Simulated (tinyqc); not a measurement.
p-n diode, drift-diffusion by the Gummel loop with Scharfetter-Gummel fluxes: one step of the calculation.

Abrupt junction at x = 0, p side from -Lp, n side to Ln, ohmic contacts. psi is counted from the intrinsic level; n = ni exp((psi - phin)/Vt), p = ni exp((phip - psi)/Vt). Contacts: p side psi = V - Vt ln(Na/ni), p = Na, n = ni^2/Na; n side psi = Vt ln(Nd/ni), n = Nd, p = ni^2/Nd. Constant mobilities, D = mu Vt, Boltzmann statistics, SRH recombination through a mid-gap level, U = (n p - ni^2)/(tp (n + ni) + tn (p + ni)). Current is positive from the p contact to the n contact.

Task. Electron continuity. With psi and p held, F_i = (mun Vt/h_i) [n_(i+1) B(d_i) - n_i B(-d_i)], d_i = (psi_(i+1) - psi_i)/Vt, B(d) = d/(exp(d) - 1); solve F_i - F_(i-1) = w_i [(n_i p_i - ni^2)/den_i - G] for the new n, with den = tp (n + ni) + tn (p + ni) taken at the old n and p, h_i = x_(i+1) - x_i, w_i = (h_(i-1) + h_i)/2; phin = psi - Vt ln(n/ni).

Values chosen for this exercise; band and dielectric values close to those of gallium arsenide: temperature T = 300 K; acceptor density of the p side Na = 3e16 cm^-3; donor density of the n side Nd = 5.1e15 cm^-3; electron mobility mun = 6500 cm^2/(V s); SRH lifetime of electrons tn = 4e-7 s; SRH lifetime of holes tp = 6e-7 s; uniform generation rate G = 0 cm^-3 s^-1.

Constants: q = 1.602176634e-19 C, kB = 1.380649e-23 J/K, Vt = kB T/q. Results are converted to the units shown.

```
node	x (nm)	psi (V)	n after Poisson (cm^-3)	p after Poisson (cm^-3)
0	-510	0.12357284	1.2649272e-4	3e16
1	-385	0.12357335	2.3202475e8	2.9999411e16
2	-276	0.12358450	2.3212485e8	2.9986474e16
3	-182	0.12377799	2.3386874e8	2.9762874e16
4	-101	0.12633931	2.5822623e8	2.6955456e16
5	-30.5	0.15173465	6.8964148e8	1.0093079e16
6	30.5	0.28746742	1.3147209e11	5.2943602e13
7	146	0.46963564	1.5105143e14	4.6081031e10
8	367	0.55600621	4.2666463e15	1.6313998e9
9	786	0.56055524	5.0875296e15	1.3681701e9
10	1580	0.56061829	5.0999533e15	1.3648372e9
11	3100	0.56061853	5.1e15	7.4407483e-4
```

ni = 1.9480199e6 cm^-3

Find: new n; phin after round 1.

Result.

```
node	new n (cm^-3)	phin after round 1 (V)
0	1.265e-4	0.7300
1	6.469e7	0.0330
2	1.211e8	0.0168
3	1.709e8	0.0081
4	2.327e8	0.0027
5	6.836e8	0.0002
6	1.315e11	0.0000
7	1.511e14	0.0000
8	4.267e15	0.0000
9	5.088e15	0.0000
10	5.100e15	0.0000
11	5.100e15	0.0000
```

Program tinyqc, `OMP_NUM_THREADS=1 python tinyqc.py 2240094 2240095 out.jsonl`; Intel Xeon 2.30GHz, shared host, one thread, about 0.1 s.
